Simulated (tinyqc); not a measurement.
Free and trapped electrons in a MOS channel with a dense trap tail: one step of the calculation.

p-type body, charge-sheet picture, full ionisation (an idealisation for deep acceptors), Boltzmann statistics for free electrons. e = Ec - EF at the surface. Acceptor-like traps of density D(E) = D0 + De exp(-E/Ew) at depth E below Ec, from 0 to Eu, hold n_t = integral of D(E)/(1 + exp((e - E)/Vt)). psi = Eg - Vt ln(Nv/Na) - e; N_dep = sqrt(2 eps0 eps_r Na (psi - Vt)/q); n_f = sqrt(N_dep^2 + 2 eps0 eps_r Vt Nc exp(-e/Vt)/q) - N_dep; Vg = Vfb + psi + q (N_dep + n_t + n_f)/Cox, Cox = eps0 eox/tox.

Problem. Charges and gate voltage. psi, N_dep, n_f and Vg as defined, with the n_t given; free share n_f/(n_f + n_t); apparent mobility mf n_f/(n_f + n_t); gate voltage spent on traps q n_t/Cox.

Parameters, values chosen for the exercise; band and dielectric values close to those of 4H silicon carbide:

| symbol | value | unit | meaning |
|---|---|---|---|
| T | 250 | K | temperature |
| Eg | 3.29 | eV | band gap |
| eps_r | 9.73 |  | relative permittivity |
| Nc | 1.29e19 | cm^-3 | conduction-band density of states at T |
| Nv | 1.94e19 | cm^-3 | valence-band density of states at T |
| eox | 3.9 |  | relative permittivity of the insulator |
| tox | 75 | nm | insulator thickness |
| Na | 4.5e15 | cm^-3 | acceptor density |
| Vfb | -2.04 | V | flat-band voltage without trapped charge |
| mf | 110 | cm^2/(V s) | mobility of free electrons |
| e | 0.074 | eV | Ec - EF at the surface |

Constants: q = 1.602176634e-19 C, kB = 1.380649e-23 J/K, Vt = kB T/q, eps0 = 8.8541878128e-14 F/cm where lengths are in cm. Results are converted to the units shown.

n_t = 3.1708541e11 cm^-2

Find: psi; N_dep; n_f; Vg; free share; apparent mobility; gate voltage spent on traps.

Solution.

psi = 3.036 V
N_dep = 3.819e11 cm^-2
n_f = 1.102e11 cm^-2
Vg = 3.812 V
free share = 25.79 %
apparent mobility = 28.37 cm^2/(V s)
gate voltage spent on traps = 1.103 V

tinyqc, about 0.02 s, one thread, Intel Xeon 2.30GHz (shared host): `OMP_NUM_THREADS=1 python tinyqc.py 2222182 2222183 out.jsonl`
